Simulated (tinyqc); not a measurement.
# Dopant redistribution at a moving silicon-oxide interface during parabolic oxidation, step by step

A worked calculation. Computed by tinyqc, a small Python program that keeps every step. Command: `OMP_NUM_THREADS=1 python tinyqc.py 3001367 3001368 out.jsonl segox walk`. One thread of a shared host (Intel(R) Xeon(R) Processor @ 2.30GHz), about 0.01 s of CPU time with the checks. Intermediate numbers are printed to about 6 digits and carried at full precision; extremes and crossings named in words are read from the listed rows.

Uniformly doped silicon is oxidised with x_ox = sqrt(B t); the interface advances into the silicon by alpha x_ox, alpha = 0.44. The dopant does not move in the oxide, and at the interface C(silicon) = m C(oxide).

Inputs (values chosen for the exercise, modelled on boron in silicon under steam):

| quantity | value | unit |
|---|---|---|
| dopant prefactor D0 | 0.851 | cm^2/s |
| dopant activation energy E | 3.5 | eV |
| oxidation prefactor B0 | 384 | um^2/h |
| oxidation activation energy E_B | 0.773 | eV |
| segregation coefficient m = C(silicon)/C(oxide) | 0.23 | - |
| bulk doping C_B | 1.5e+16 | 1/cm^3 |
| temperature T | 925 | C |
| time t | 0.65 | h |

Constants: k_B = 8.617333262e-05 eV/K.

## Rates

D = D0 exp(-E/(k_B T)), converted with 1 cm^2/s = 3.6e11 um^2/h; B = B0 exp(-E_B/(k_B T)); s = alpha sqrt(B/(4 D)), the interface advance over 2 sqrt(D t). Temperatures in kelvin are T(C) + 273.15.

D = 5.81009e-04 um^2/h

B = 0.215209 um^2/h

s = 4.23411

oxide thickness = 0.374014 um

diffusion length 2 sqrt(D t) = 0.0388667 um

The interface outruns diffusion. Caution: in this case the oxide is not much thicker than a typical Deal-Grove length A, so real growth is slower than parabolic. Caution: parabolic growth needs an oxide much thicker than the Deal-Grove length A, which fails for thin films and low temperatures; oxidation-enhanced or retarded diffusion is ignored.

## Interface concentration

With the dopant diffusivity D and s = alpha x_ox/(2 sqrt(D t)), in the silicon C = C_B + (C_s - C_B) erfc(y/(2 sqrt(D t)))/erfc(s), y from the original surface. Dopant balance at the interface gives C_s/C_B = 1/[1 + (1/(m alpha) - 1) g], g = sqrt(pi) s exp(s^2) erfc(s).

g = 0.974170

ratio C_s/C_B = 0.103605

C_s in the silicon = 1.55408e+15 1/cm^3

concentration in the oxide = 6.75687e+15 1/cm^3

m alpha = 0.101: the oxide takes more dopant than the consumed silicon held, so the silicon is depleted. For a very fast interface the ratio would tend to m alpha.

## Dose moved

Consumed silicon held alpha x_ox C_B; the oxide holds x_ox times the dopant concentration in the oxide; the difference is the excess in the silicon; 1 um = 1e-4 cm.

dopant in the consumed silicon = 2.46849e+11 1/cm^2

dopant in the oxide = 2.52716e+11 1/cm^2

excess in the silicon = -5.86717e+09 1/cm^2

## Profile below the interface

Depths z are counted from the present interface: y/(2 sqrt(D t)) = s + z/(2 sqrt(D t)); take z/(2 sqrt(D t)) = 0, 0.05, 0.1, 0.2, 0.3, 0.5, 0.75, 1, 1.5.

Profile:

| z/(2 sqrt(D t)) | z (um) | C/C_B |
|---|---|---|
| 0.00 | 0.0000000 | 0.103605 |
| 0.05 | 0.0019433 | 0.421000 |
| 0.10 | 0.0038867 | 0.627833 |
| 0.20 | 0.0077733 | 0.848473 |
| 0.30 | 0.0116600 | 0.939501 |
| 0.50 | 0.0194334 | 0.990906 |
| 0.75 | 0.0291500 | 0.999238 |
| 1.00 | 0.0388667 | 0.999943 |
| 1.50 | 0.0583001 | 1.000000 |

## Temperature and segregation coefficient

The formulas are those given above.

C_s/C_B:

| T (C) | s | this m | m = 0.2 | m = 1/alpha | m = 10 |
|---|---|---|---|---|---|
| 850 | 10.2269 | 0.101631 | 0.088380 | 1 | 4.33060 |
| 900 | 5.6102 | 0.102600 | 0.089236 | 1 | 4.18401 |
| 950 | 3.2325 | 0.105193 | 0.091525 | 1 | 3.84752 |
| 1000 | 1.9449 | 0.111069 | 0.096720 | 1 | 3.29315 |
| 1050 | 1.2160 | 0.122260 | 0.106639 | 1 | 2.66405 |
| 1100 | 0.7867 | 0.140555 | 0.122923 | 1 | 2.13678 |
| 1150 | 0.5248 | 0.167131 | 0.146736 | 1 | 1.76545 |
| 1200 | 0.3599 | 0.202490 | 0.178705 | 1 | 1.52131 |

s falls from 10.2 to 0.360 as T rises, because diffusion has the larger activation energy (3.5 against 0.773 eV); the ratio for this m moves from 0.102 to 0.202, towards 1. At m = 1/alpha the oxide takes exactly what the silicon held, and nothing moves. The ratio does not depend on time, since both lengths grow as sqrt(t).

Checks made by the program: excess against the integral of the profile (relative difference 2e-10).
